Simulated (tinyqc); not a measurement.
Changing the gamma-ray energy E: thermal displacements in the Debye model: Debye-Waller factors, bond-length spread and the Lindemann rule. Computed by tinyqc, a small Python program. Command: `OMP_NUM_THREADS=1 python tinyqc.py 3001776 3001777 out.jsonl debyewaller sweep`. One thread of a shared host (Intel(R) Xeon(R) Processor @ 2.30GHz), about 0.01 s of CPU time with the checks.

A Debye spectrum with three branches of one velocity, cut at k_B Theta; 2 atoms per cube, nearest neighbours at d = 0.866025 a.

Inputs (values chosen for the exercise, modelled on molybdenum): atomic mass M = 95.95 u; Debye temperature Theta = 384 K; temperature T = 150 K.

Structure: bcc.

Constants: hbar^2/u = 4.18015928e-03 eV angstrom^2; k_B = 8.617333262e-05 eV/K; e = 1.602176634e-19 C; u = 1.6605390666e-27 kg; c = 299792458 m/s; hbar = 6.582119569e-16 eV s.

Method:
- <u_x^2> = (3 hbar^2/(2 M k_B Theta)) int_0^1 s coth(s Theta/(2T)) ds (64 Gauss-Legendre points); it tends to 3 hbar^2/(4 M k_B Theta) at T = 0 and to 3 hbar^2 T/(M k_B Theta^2) at high T.
- B = 8 pi^2 <u_x^2>.
- A nucleus of this mass is supposed to emit a gamma ray of the energy chosen: recoil energy E_R = E^2/(2 M c^2), wave number k_g = E/(hbar c), recoil-free fraction f = exp(-k_g^2 <u_x^2>).

One run for each value:
```
gamma-ray energy E (keV),recoil-free fraction f,recoil energy (meV),k_g (1/angstrom)
4.0,0.99260,8.9509e-02,2.027
6.0,0.98343,2.0139e-01,3.041
10.0,0.95465,5.5943e-01,5.068
14.4,0.90825,1.1600e+00,7.298
22.0,0.79881,2.7076e+00,11.149
35.0,0.56636,6.8530e+00,17.737
50.0,0.31340,1.3986e+01,25.339
70.0,0.10289,2.7412e+01,35.474
```

Describe and explain the trends.

Over the rows, recoil-free fraction f falls from 0.993 to 0.103 (exponent d ln y / d ln x -0.023 between the first rows and -3.3 between the last); recoil energy (meV) rises from 0.0895 to 27.4 (exponent d ln y / d ln x about 2.0 throughout); k_g (1/angstrom) rises from 2.03 to 35.5 (exponent d ln y / d ln x about 1.0 throughout). ln f goes as -E^2.
